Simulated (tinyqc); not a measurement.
# Worked calculation: on-chip interconnect, size-dependent resistivity and RC delay

tinyqc, about 0.01 s, one thread, Intel Xeon 2.30GHz (shared host): `OMP_NUM_THREADS=1 python tinyqc.py 2100171 2100172 out.jsonl` Printed values are rounded.

A rectangular line between two neighbours and two ground planes. Surface and grain-boundary scattering are added to the bulk resistivity as corrections; capacitances are parallel-plate values without fringing; inductance is ignored.

Values chosen for this exercise; metal values close to those of copper:
```
symbol  value     unit                                             meaning
rho0     1.72  uohm cm                                    bulk resistivity
lam      39.7       nm                                 bulk mean free path
ps          0                         specular share of surface scattering
Rg       0.49                   reflection coefficient of grain boundaries
gr          1                              grain size over the metal width
wd        9.8       nm                                    drawn line width
AR        2.2                              aspect ratio, height over width
tl          2       nm  liner on both walls and the bottom, not conducting
sp        9.8       nm                     space to the neighbouring lines
hd         11       nm     dielectric height to the planes above and below
ek        4.2                      relative permittivity of the dielectric
Mf          1                              Miller factor of the neighbours
Lw         30       um                                         line length
Rd        310      ohm                                   driver resistance
Cl      0.095       fF                                    load capacitance
dt         30       ps                                           time step
```

Constants: eps0 = 8.8541878128e-12 F/m. Results are converted to the units shown.

Range of the model: The metal width is under the mean free path, where the thick-limit surface term and the simple sum of corrections lose accuracy.

## Resistivity, resistance and capacitance per length

Metal width x = wd - 2 tl, height y = AR wd - tl; grain boundaries (Mayadas-Shatzkes): al = (lam/(gr x)) Rg/(1 - Rg), g = 1/[1 - 3 al/2 + 3 al^2 - 3 al^3 ln(1 + 1/al)] - 1; surfaces (Fuchs-Sondheimer, thick limit): s = (3/8) lam (1 - ps)(1/x + 1/y); rho = rho0 (1 + g + s); r = rho/(x y); c = eps0 ek (2 wd/hd + 2 Mf AR wd/sp).

x = 5.8 nm
y = 19.56 nm
al = 6.57640
g = 8.83027
s = 3.32793
rho = 22.6321 uohm cm
r = 1994.93 ohm/um
c = 0.229887 fF/um

rho is 13.2 times the bulk value; grain boundaries add more (8.83 against 3.33). The liner takes 46.3 % of the cross-section.

## Ladder and Elmore delays

7 equal pi sections: series Rs = r Lw/7; node capacitances c Lw/7, halved at nodes 0 and 7, with Cl added to node 7; Rd feeds node 0. Elmore delay of node k: the sum, over the resistors on the path to k, of resistance times all capacitance downstream of it.

Rs = 8549.71 ohm

```
node,C (fF),Elmore delay (ps)
0,0.492615,2.16740
1,0.985230,57.7319
2,0.985230,104.873
3,0.985230,143.591
4,0.985230,173.885
5,0.985230,195.756
6,0.985230,209.203
7,0.587615,214.227
```

The far-end value equals Rd (c Lw + Cl) + r Lw (c Lw/2 + Cl) for any number of pi sections; the line resistance contributes 99.0 % of it.

## Step 1: node voltages after a time step

```
node,v at t = 0 (V)
0,0
1,0
2,0
3,0
4,0
5,0
6,0
7,0
```

A 1 V step is applied behind Rd at t = 0. C dv/dt = -G v + b, with G the conductance matrix of the ladder (1/Rs between neighbours, 1/Rd added at node 0) and b = (1 V/Rd, 0, ...). Trapezoidal step: (C/dt + G/2) v(new) = (C/dt - G/2) v + b.

```
node,v at t = 1 dt (V)
0,1.94361
1,0.93406
2,0.44904
3,0.21619
4,0.10474
5,0.05212
6,0.02875
7,0.02154
```

Node 0 overshoots the 1 V source: the trapezoidal rule rings on modes much faster than dt.

## Step 2: node voltages after a time step

As before.

```
node,v at t = 2 dt (V)
0,0.061582
1,0.685827
2,0.646143
3,0.464978
4,0.302118
5,0.191276
6,0.129316
7,0.107679
```

## Course in time

A 1 V step is applied behind Rd at t = 0. C dv/dt = -G v + b, with G the conductance matrix of the ladder (1/Rs between neighbours, 1/Rd added at node 0) and b = (1 V/Rd, 0, ...). Trapezoidal step: (C/dt + G/2) v(new) = (C/dt - G/2) v + b. The last column solves the same ladder exactly by its modes.

Voltages (V):
```
t (ps),node 0,node 3,node 7,"node 7, exact"
30.00,1.944,0.2162,0.0215,0.0193
60.00,0.062,0.4650,0.1077,0.1216
90.00,1.905,0.5194,0.2435,0.2479
120.0,0.102,0.6081,0.3660,0.3640
150.0,1.870,0.6692,0.4639,0.4638
180.0,0.139,0.7183,0.5498,0.5484
210.0,1.837,0.7676,0.6209,0.6198
240.0,0.174,0.7997,0.6809,0.6799
270.0,1.806,0.8356,0.7316,0.7305
300.0,0.206,0.8582,0.7739,0.7731
330.0,1.775,0.8834,0.8099,0.8089
360.0,0.237,0.8997,0.8399,0.8391
```

The far end of the ladder reaches 0.5 V at 162.2 ps, 0.757 of its Elmore delay (ln 2 = 0.693 for a single pole); the slowest mode has a time constant of 174.4 ps. The largest error of the trapezoidal steps at that node is 14 mV. Node 0 swings up and down from step to step: the trapezoidal rule does not damp modes much faster than dt, so these swings are numerical.
